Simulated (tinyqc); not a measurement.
The network against temperature: hopping conduction between localised states. Computed by tinyqc, a small Python program. Command: `OMP_NUM_THREADS=1 python tinyqc.py 3013139 3013140 out.jsonl hop walk`. One thread of a shared host (Intel(R) Xeon(R) Processor @ 2.30GHz), about 0.01 s of CPU time with the checks.

Energies are counted from the Fermi level. A small network shows the mechanism; the laws of an infinite system follow.

Inputs (values chosen for the exercise, for a model defective oxide): localisation length xi = 1.2 nm; temperature T = 86 K.

Dimension: 2D.

sites of the small network (nm, nm, meV):
```
       x     y  energy
1      0  3.23   -4.77
2   1.86  2.04   54.99
3   2.85   1.1   13.52
4   4.68  0.56  -15.06
5    6.6  0.65   46.73
6   8.82  0.14  -10.56
7  10.15  0.21  -29.72
8     12  1.15   -1.56
```

Constants: k_B = 8.617333262e-05 eV/K.

Method:
- Miller-Abrahams exponent s_ij = 2 r_ij/xi + (|E_i| + |E_j| + |E_i - E_j|)/(2 k_B T); G_ij = G_0 exp(-s_ij).
- Site 1 is held at potential 1 and site 8 at 0; Kirchhoff's law sum_j G_ij (u_i - u_j) = 0 fixes the others; G = sum_j G_1j (1 - u_j).
- Critical exponent s_c: the smallest value such that bonds with s_ij <= s_c connect site 1 with site 8.
- The last column is the length of the critical bond.

Network:
```
T (K)  -ln(G/G_0)     s_c  critical hop (nm)
26         15.371  15.702             5.3881
39         12.443  11.684             1.9080
60         10.514   9.848             4.1612
86          9.467   8.968             4.1612
130         8.504   8.280             4.1612
220         7.363   6.832             2.2081
430         6.283   5.342             2.2778
```

What does the comparison show, and why?

-ln(G/G_0) follows s_c within 1.0. The critical hop is 5.39 nm long at the lowest T and 2.28 nm at the highest: on cooling the carrier goes farther to find a site of nearer energy, which is variable-range hopping, though in so small a sample not at every step.

Extremes, crossings and ranges named in words are read from the listed rows.
